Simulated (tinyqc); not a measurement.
# Binary melting diagram from solution models of liquid and solid, step by step

A worked calculation. Computed by tinyqc, a small Python program that keeps every step. Command: `OMP_NUM_THREADS=1 python tinyqc.py 3016924 3016925 out.jsonl melt walk`. One thread of a shared host (Intel(R) Xeon(R) Processor @ 2.30GHz), about 0.01 s of CPU time with the checks. Intermediate numbers are printed to about 6 digits and carried at full precision; extremes and crossings named in words are read from the listed rows.

x is the fraction of B. In a phase with interaction L: mu_A = G_A + R T ln(1 - x) + L x^2, mu_B = G_B + R T ln x + L (1 - x)^2. Melting: G(liquid) - G(solid) = H (1 - T/T_m) for each pure component.

Inputs (values chosen for the exercise, for a model alloy): melting point T_A = 1485 K; melting point T_B = 1090 K; heat of melting H_A = 37.4 kJ/mol; heat of melting H_B = 11.7 kJ/mol; liquid interaction L_L = -2.6 kJ/mol; overall fraction x0 = 0.33.

Diagram: eutectic with pure solids.

Constants: R = 8.314462618 J/(mol K).

## The two liquidus branches

Liquid against pure solid A: T = (H_A + L_L x^2)/(H_A/T_A - R ln(1 - x)); against pure solid B: T = (H_B + L_L (1 - x)^2)/(H_B/T_B - R ln x). The higher branch is the stable one; a dash marks a branch without a positive root.

Liquidus temperatures (K):
```
x     branch A  branch B  first solid
0.05   1460.02    262.43            A
0.15   1407.18    370.52            A
0.30   1320.25    502.60            A
0.45   1222.76    628.18            A
0.60   1111.58    753.21            A
0.75    978.92    878.99            A
0.90    796.17   1005.52            B
0.97    643.24   1064.66            B
```

## Eutectic point by bisection

Halve the interval 0.001 to 0.999 for the crossing, 44 times.

Bisection, first 12 steps:
```
step         x  branch A (K)  branch B (K)
1     0.500000       1187.46       669.815
2     0.749500        979.41       878.569
3     0.874250        834.72       983.763
4     0.811875        913.26       931.115
5     0.780687        947.49       904.827
6     0.796281        930.70       917.968
7     0.804078        922.06       924.541
8     0.800180        926.40       921.254
9     0.802129        924.24       922.897
10    0.803104        923.15       923.719
11    0.802616        923.70       923.308
12    0.802860        923.42       923.513
```

eutectic composition x_E = 0.802814

eutectic temperature T_E = 923.475 K

T_E lies 167 K below the lower melting point, and x_E lies on the side of B, the lower-melting component.

## Freezing of the alloy x0

Primary solid forms at the higher branch; just above T_E its mole fraction is (x_E - x0)/x_E for A or (x0 - x_E)/(1 - x_E) for B, and the rest freezes as eutectic, with B making up x_E of it.

liquidus temperature = 1301.66 K

fraction of primary solid = 0.588946

freezing range = 378.189 K

The primary solid is A.

## Effect of the liquid interaction

The crossing is found anew for each L_L.

Eutectic point:
```
L_L (kJ/mol)       x_E  T_E (K)
-14.0         0.741909  814.725
-9.4          0.762463  859.940
-4.7          0.788925  904.404
-2.3          0.804906  926.150
0.0           0.821821  946.180
2.0           0.837675  962.812
4.0           0.854333  978.572
```

T_E rises from 815 to 979 K, 9.1 K per kJ/mol on average: attraction in the liquid stabilises it and deepens the eutectic. As attraction grows x_E moves from 0.854 to 0.742, towards 1/2, where mixing gains most.

Checks made by the program: equal chemical potentials at the eutectic (relative difference below 1e-10).
